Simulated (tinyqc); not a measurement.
# Inputs raised by 2 %, one at a time

Model: Frenkel-Kontorova chain: a misfit dislocation (kink) in a monolayer on a periodic substrate. Computed by tinyqc, a small Python program. Command: `OMP_NUM_THREADS=1 python tinyqc.py 3010051 3010052 out.jsonl fkchain sens`. One thread of a shared host (Intel(R) Xeon(R) Processor @ 2.30GHz), about 0.07 s of CPU time with the checks.

E = sum_j [(k/2)(x_(j+1) - x_j - b)^2 + (W/2)(1 - cos(2 pi x_j/a))], x_j = a (j + u_j). A kink takes u from 0 to 1: the chain is stretched by one period and has one atom fewer than wells.

Inputs (values chosen for the exercise, for a model overlayer): spring constant k = 3.05 eV/angstrom^2; substrate period a = 3.29 angstrom; corrugation W = 6.45 eV; misfit f = (b - a)/a = 0.68; atoms on each side n = 10; atomic mass M = 51.7 u.

Relaxation: Newton steps.

Constants: nu for 1 eV/(angstrom^2 u) = 15.6333042 THz.

Method:
- l0 = sqrt(k a^2/(2 W)); kink u(j) = (2/pi) arctan exp(pi j/l0); kink energy at f = 0: E0 = (4/pi) W l0; with misfit E0 - k a^2 f; kinks become favourable at f_c = 2/(pi l0), and a coherent chain with free ends loses stability at f_m = 1/l0. Lowest vibration of the flat chain: nu0 = 15.6333042 THz x sqrt(2 pi^2 W/(a^2 M)).
- Discrete chain at f = 0, ends held at u = 0 and 1: E = (k a^2/2) sum (u_(j+1) - u_j)^2 + (W/2) sum (1 - cos 2 pi u_j), gradient g_j = k a^2 (2 u_j - u_(j-1) - u_(j+1)) + pi W sin(2 pi u_j), Hessian 2 k a^2 + 2 pi^2 W cos(2 pi u_j) on the diagonal and -k a^2 beside it.
- Start as above (continuum shape at j + 1/2, j = -n..n-1, l0 = sqrt(k a^2/(2 W))). u(new) = u - H^-1 g; stop when the largest gradient is below 1e-9 eV.
- Repeat by Newton steps with an atom at the centre (j = -n..n, u_0 = 1/2). Barrier = difference of the two energies; the lowest Hessian eigenvalue tells minimum from saddle.

Runs:
```
input moved                        from      to  kink width l0  critical misfit f_c  Peierls barrier (meV)  energy, centre between atoms (eV)
base run                              -       -          1.600               0.3980                   1907                              11.32
spring constant k (eV/angstrom^2)  3.05   3.111          1.616               0.3940                   1862                              11.48
substrate period a (angstrom)      3.29  3.3558          1.632               0.3901                   1817                              11.64
corrugation W (eV)                 6.45   6.579          1.584               0.4019                   1992                              11.38
misfit f = (b - a)/a               0.68  0.6936          1.600               0.3980                   1907                              11.32
atomic mass M (u)                  51.7  52.734          1.600               0.3980                   1907                              11.32
```

Exponents ln(y'/y) / ln(x'/x):
```
input                 kink width l0  critical misfit f_c  Peierls barrier  energy, centre between atoms
spring constant k               0.5                 -0.5           -1.212                         0.705
substrate period a              1.0                 -1.0           -2.447                         1.406
corrugation W                  -0.5                  0.5            2.188                         0.292
misfit f = (b - a)/a            0.0                  0.0            0.000                         0.000
atomic mass M                   0.0                  0.0            0.000                         0.000
```

Which inputs matter most for each result?

Among the inputs moved here: kink width l0 answers most in size to substrate period a (exponent +1.000), next to spring constant k (+0.500); its exponent is below 0.0005 for misfit f = (b - a)/a, atomic mass M. critical misfit f_c answers most in size to substrate period a (exponent -1.000), next to spring constant k (-0.500); its exponent is below 0.0005 for misfit f = (b - a)/a, atomic mass M. Its exponent -0.500 in spring constant k: f_c goes as 1/l0. Its exponent +0.500 in corrugation W: f_c goes as 1/l0. Peierls barrier answers most in size to substrate period a (exponent -2.447), next to corrugation W (+2.188); its exponent is below 0.0005 for misfit f = (b - a)/a, atomic mass M. energy, centre between atoms answers most in size to substrate period a (exponent +1.406), next to spring constant k (+0.705); its exponent is below 0.0005 for misfit f = (b - a)/a, atomic mass M.

Caution (all rows): a corrugation above 1 eV is larger than real overlayers usually show; it is chosen to keep the kink narrow. Caution (all rows): for l0 below about 3 the kink spans few atoms, and the continuum kink energy is off by about 2 per cent or more.
